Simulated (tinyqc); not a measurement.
Hubbard chain of 4 sites, step by step. Computed by tinyqc, a small Python program that keeps every step. Settings: hopping = 1.79, U = 8.6, mixing = 0.2, iteration cap = 72. Command: `OMP_NUM_THREADS=1 python tinyqc.py 25806 25807 out.jsonl` (the two numbers bound the seeds that draw the settings). One thread of a shared host (Intel(R) Xeon(R) Processor @ 2.60GHz), about 0.3 s of CPU time with the checks.

one-body matrix (hopping and site energies) (eV), lower triangle:
```
          1         2         3        4
1   1.00000
2  -1.79000  -0.78000
3   0.00000  -1.79000   0.18000
4   0.00000   0.00000  -1.79000  0.64000
```

U = 8.60000 eV

electrons, up and down: 2  2

n(up) at the start (a guess, not normalised): 1 0.55000, 2 0.45000, 3 0.55000, 4 0.45000

n(down) at the start (a guess): 1 0.45000, 2 0.55000, 3 0.45000, 4 0.55000

Each step fills the lowest levels of T + U n(other spin) and sets n(new) = n + mixing (n(out) - n); stop when output and input agree to 1e-8.

Course of the cycle:
```
iteration      E (eV)  largest |n(out) - n(in)|  mean |n_up - n_down|
1           1.5651005                  2.51e-01               0.22268
2           1.0864289                  1.76e-01               0.29536
3           0.7669628                  1.53e-01               0.37071
4           0.4483508                  1.62e-01               0.44605
5           0.1309092                  1.65e-01               0.51634
6          -0.1573228                  1.72e-01               0.57800
7          -0.3994467                  1.69e-01               0.63002
8          -0.5927224                  1.59e-01               0.67300
9          -0.7420782                  1.46e-01               0.70817
10         -0.8549749                  1.32e-01               0.73682
11         -0.9389501                  1.17e-01               0.76010
...               ...                       ...                   ...
62         -1.1613781                  5.10e-05               0.86793
63         -1.1613781                  4.33e-05               0.86793
64         -1.1613781                  3.68e-05               0.86793
65         -1.1613781                  3.13e-05               0.86793
66         -1.1613781                  2.66e-05               0.86794
67         -1.1613781                  2.26e-05               0.86794
68         -1.1613781                  1.92e-05               0.86794
69         -1.1613781                  1.63e-05               0.86794
70         -1.1613781                  1.39e-05               0.86794
71         -1.1613781                  1.18e-05               0.86794
72         -1.1613781                  1.00e-05               0.86794
```

Can the last value be used, and what does the course show?

Not by the stop rule, although the second column moves by less than 1e-07 over the last three steps. Not converged within 72 iterations: the residual falls steadily but slowly, by a factor of about 0.85 a step. The lowest mean-field energy found from random starts is -1.16138 eV. Reruns (cap 100 unless said): mixing 0.5: converged in 42 (E = -1.16138); mixing 0.9: converged in 19 (E = -1.16138); the original settings with a cap of 400: converged in 115 (E = -1.16138).
